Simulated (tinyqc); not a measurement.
Surface segregation during layer-by-layer epitaxy: two-layer exchange kinetics and the shape of quantum wells and delta layers: one step, computed by the program tinyqc. Command: `OMP_NUM_THREADS=1 python tinyqc.py 3017344 3017345 out.jsonl mbeseg walk`. One thread of a shared host (Intel(R) Xeon(R) Processor @ 2.30GHz), about 0.01 s of CPU time with the checks.

Atoms A and B exchange only between the growing layer and the one below it. B is supplied for N layers, then pure A follows.

Task: Exchange rates. p1 = nu exp(-E1/(k_B T)) (B up, A down), p2 = nu exp(-(E1 + E_s)/(k_B T)) (B down); time per layer tau = 1/G; K = p1/p2. Temperatures in kelvin are T(C) + 273.15. Dilute equilibrium share passed up per layer R_eq = K/(1 + K).

Inputs (values chosen for the exercise, close to those used for gallium in AlAs):
```
quantity,value,unit
barrier E1 for B to move up,1.93,eV
segregation energy E_s,0.1,eV
attempt frequency nu,10,THz
growth rate G,0.13,layers/s
temperature T,640,C
```

Constants: k_B = 8.617333262e-05 eV/K.

Give: p1; p2; p1 tau; K; R_eq.

Result:

p1 = 222.9 1/s

p2 = 62.55 1/s

p1 tau = 1715

K = 3.564

R_eq = 0.7809

Exchange is fast against growth: the two layers are near equilibrium.
